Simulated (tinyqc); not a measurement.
Ballistic transport through the one-dimensional subbands of a rectangular nanowire or nanosheet channel. From one set of inputs to another, one input at a time. Computed by tinyqc, a small Python program. Command: `OMP_NUM_THREADS=1 python tinyqc.py 3029597 3029598 out.jsonl wire ladder`. One thread of a shared host (Intel(R) Xeon(R) Processor @ 2.30GHz), about 0.07 s of CPU time with the checks.

Hard walls, parabolic subbands, transport along x. Energies are counted from the bulk conduction band edge at the top of the barrier, which the gate pulls down by U; the source Fermi level lies at the bulk edge when U = 0.

The inputs printed are set A. Set A is modelled on InAs; the values taken over come from a set modelled on GaAs. Inputs not listed in the table keep their values of set A, so the rows need not describe a real material.

Inputs (values chosen for the exercise, modelled on InAs):
```
quantity                                   value  unit
mass m                                     0.031   m_0
height a                                     7.3    nm
width b                                       14    nm
equivalent oxide thickness t                 1.2    nm
gate voltage above flat band V_G             1.1     V
drain voltage V_D                           0.32     V
temperature T                                300     K
mean free path for back-scattering lambda     95    nm
channel length L                              22    nm
```

Valleys: single isotropic valley.

Constants: hbar^2/(2 m_0) = 3.80998212 eV angstrom^2; k_B = 8.617333262e-05 eV/K; m_0 = 9.1093837015e-31 kg; k_B = 1.380649e-23 J/K; hbar = 1.054571817e-34 J s; eps_0 = 8.8541878128e-12 F/m; e = 1.602176634e-19 C; h = 6.62607015e-34 J s.

Method:
- E_pq = (hbar^2 pi^2/2)(p^2/(m_y b^2) + q^2/(m_z a^2)); m_x = m_y = m_z = m, degeneracy g = 1; the 10 lowest subbands are kept.
- F_j(eta) = (1/Gamma(j + 1)) int_0^infinity x^j/(1 + exp(x - eta)) dx, F_0 = ln(1 + exp(eta)). Integrals over x = E/(k_B T) use 160 Gauss-Legendre points in u = sqrt(x) from 0 to sqrt(max(eta, 0) + 32).
- With degeneracy g = 1, eta_i = (U - E_i)/(k_B T) and u = e V_D/(k_B T): line density n = sum_i g sqrt(2 m_x k_B T/pi)/(2 hbar) [F_-1/2(eta_i) + F_-1/2(eta_i - u)]; gate: e n = C_ox (V_G - U/e), C_ox = 3.9 eps_0 2 (a + b)/t (flat-plate estimate); I = (2 e k_B T/h) sum_i g [F_0(eta_i) - F_0(eta_i - u)].
- Linear conductance G = (2 e^2/h) sum_i g f(eta_i), g = 1, f = 1/(1 + exp(-eta_i)), with the barrier frozen at the eta_i above; current per perimeter I/(2(a + b)); with scattering, transmission lambda/(lambda + L) and low-bias resistance (1 + L/lambda)/G.

Each row keeps all changes above it; columns: (1) input moved; (2) from; (3) to; (4) ballistic conductance (microsiemens); (5) current per perimeter (microampere/micrometre); (6) low-bias resistance with scattering (kiloohm):
```
(1)                                               (2)    (3)     (4)     (5)     (6)
set A                                               -      -  278.68  1566.1   4.419
width b (nm)                                       14     16  319.12  1643.3   3.859
gate voltage above flat band V_G (V)              1.1   0.42  107.25   238.7  11.483
mass m (m_0)                                    0.031  0.065  227.11   758.7   5.423
mean free path for back-scattering lambda (nm)     95     12  227.11   758.7  12.476
height a (nm)                                     7.3    8.4  281.63   850.3  10.061
drain voltage V_D (V)                            0.32   0.05  246.94   224.5  11.474
equivalent oxide thickness t (nm)                 1.2    2.4  197.22   180.0  14.366
```

Which inputs carry the difference?

Ballistic conductance goes from 279 to 197, a factor 0.708 in all. The largest single move comes from gate voltage above flat band V_G (a factor 0.336), and mass m works against it (a factor 2.12). Current per perimeter goes from 1570 to 180, a factor 0.115 in all. The largest single move comes from gate voltage above flat band V_G (a factor 0.145), and mass m works against it (a factor 3.18). Low-bias resistance with scattering goes from 4.42 to 14.4, a factor 3.25 in all. The largest single move comes from gate voltage above flat band V_G (a factor 2.98), and mass m works against it (a factor 0.472). The single moves hold for this order of the switches; the total does not depend on the order.

Caution (rows set A, width b, gate voltage above flat band V_G): confinement energies this large call for non-parabolicity and barrier penetration, which lower the subbands and raise the mass.

Extremes, crossings and ranges named in words are read from the listed rows.
